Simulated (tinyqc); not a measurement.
## Delay unit and parasitic delay from two ring oscillators

Question. A ring of 31 inverters oscillates at 1/(2 x 31 d), with stage delay d = tau (h + p) for fan-out h. Find tau, p and the delay at fan-out 4.

frequencies of 31-stage ring oscillators with fan-out 1 and 5 (GHz): [1.1947431, 0.48146365]

Solution. d is a straight line in h with slope tau and intercept tau p.

tau = 5.000 ps
p = 1.700
delay at fan-out 4 = 28.50 ps

tinyqc, about 0.01 s, one thread, Intel Xeon 2.30GHz (shared host): `OMP_NUM_THREADS=1 python tinyqc.py 2082171 2082172 out.jsonl`
